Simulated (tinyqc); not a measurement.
Implanted layer, carriers, mobility and sheet resistance: one step of the calculation.

A p-type layer from the surface x = 0 to the junction xj, N(x) = N0 exp(-(x - Rp)^2/(2 sg^2)). Local neutrality (no depletion at surface or junction, no spilling of carriers), intrinsic carriers neglected, full ionisation of active dopants.

Task. Sheet quantities by the trapezoid rule. Dose = integral of N, carrier sheet density = integral of p, 1/Rs = q integral of p mu, mean mobility 1/(q Rs sheet density), Hall mobility (unit Hall factor) = integral of p mu^2 over integral of p mu, Hall sheet density = (integral of p mu)^2/integral of p mu^2; all from 0 to xj.

Constants: q = 1.602176634e-19 C. Results are converted to the units shown.

```
point     x (nm)     N (cm^-3)  p (1e20 cm^-3)  mu (cm^2/(V s))
0       0.000000  1.2130613e20       1.2130602        45.809028
1       5.389196  1.7560376e20       1.7560365        45.306367
2      10.778392  1.9995942e20       1.9199989        45.204096
3      16.167588  1.7910467e20       1.7910456        45.283171
4      21.556784  1.2619117e20       1.2619106        45.748688
5      26.945980  6.9937169e19       0.6993706        46.858833
6      32.335176  3.0489066e19       0.3048896        49.480566
7      37.724372  1.0455317e19       0.1045521        56.108086
8      43.113567  2.8202478e18       0.0282014        73.810580
9      48.502763  5.9840380e17       0.0059829        117.71341
10     53.891959  9.9875375e16       0.0009977        190.65290
11     59.281155  1.3112319e16       0.0001300        246.73677
12     64.670351  1.3541214e15       0.0000124        266.34492
13     70.059547        1.1e14       0.0000000        270.35738
```

Give: dose; carrier sheet density; Rs; mean mobility; Hall mobility; Hall sheet density.

Result.

dose = 4.613e14 cm^-2
carrier sheet density = 4.570e14 cm^-2
Rs = 297.2 ohm/square
mean mobility = 45.96 cm^2/(V s)
Hall mobility = 46.21 cm^2/(V s)
Hall sheet density = 4.545e14 cm^-2

Carriers make up 99.1 % of the dose. A Hall measurement weights the mobile tail, so its sheet density is 0.54 % below the true one.

tinyqc, about 0.01 s, one thread, Intel Xeon 2.30GHz (shared host): `OMP_NUM_THREADS=1 python tinyqc.py 2110129 2110130 out.jsonl`
